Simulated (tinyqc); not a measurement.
AlGaN/GaN HEMT with access regions, lumped model: one step of the calculation.

A polarisation-induced electron sheet under a Schottky gate, in series with two ungated access regions and contacts. Drift law v = mu E/(1 + mu E/vs) under the gate. Currents in mA/mm, resistances in ohm mm. No self-heating, no channel-length modulation; fits for polarisation, barrier and offset are chosen for the exercise.

Task. On-resistance and breakdown. sigma = (5e13 x + 1.6e13 x^2) cm^-2, phiB = 0.84 + 1.3 x, dEc = 0.7 (1.71 x + x^2) in volts, Cb = eps0 eps_r/d, VT = phiB - dEc - q sigma/Cb, access density n0 = -Cb VT/q. Ron = 2 Rc + Ls/(q mu n0) + Ld/(q mu (1 - ft) n0) + Lg/(mu Cb (Vg - VT)). Off state: a depleted stretch that holds the voltage V has the peak field sqrt(k V), k = 2 q n0/(eps0 eps_r te), so one edge holds V1 = Ec^2/k. The sheet under the plate pinches off at Vf = q n0 (1/Cb + tf/(eps0 ei)); beyond it the gate edge is screened. BV = V1 if Vf >= V1, else Vf + V1, and at most Ec Ld. Specific resistance Ron (Ls + Lg + Ld); figure of merit BV^2 over it.

Parameters, values chosen for the exercise; values close to those of AlGaN/GaN structures: aluminium share of the barrier x = 0.3; barrier thickness d = 25 nm; relative permittivity of barrier and channel eps_r = 9.5; channel mobility mu = 1800 cm^2/(V s); saturation velocity vs = 1.4e7 cm/s; gate length Lg = 0.5 um; source access length Ls = 1.5 um; drain access length Ld = 16 um; resistance of each contact Rc = 0.47 ohm mm; share of the drain-access electrons removed by traps ft = 0; gate voltage Vg = 0.5 V; critical field Ec = 3.2 MV/cm; depth over which the depleted charge spreads te = 0.32 um; insulator under the field plate tf = 200 nm; relative permittivity of that insulator ei = 7.

Constants: q = 1.602176634e-19 C, eps0 = 8.8541878128e-14 F/cm where lengths are in cm. Results are converted to the units shown.

Give: Ron; Vf; V1; BV; specific resistance; figure of merit.

Result.

Ron = 5.166 ohm mm
Vf = 83.24 V
V1 = 58.34 V
BV = 58.34 V
specific resistance = 0.9298 mohm cm^2
figure of merit = 3.661 MW/cm^2

The plate pinches off too late to screen the gate edge, so it adds nothing.

Program tinyqc, `OMP_NUM_THREADS=1 python tinyqc.py 2570066 2570067 out.jsonl`; Intel Xeon 2.30GHz, shared host, one thread, about 0.02 s.
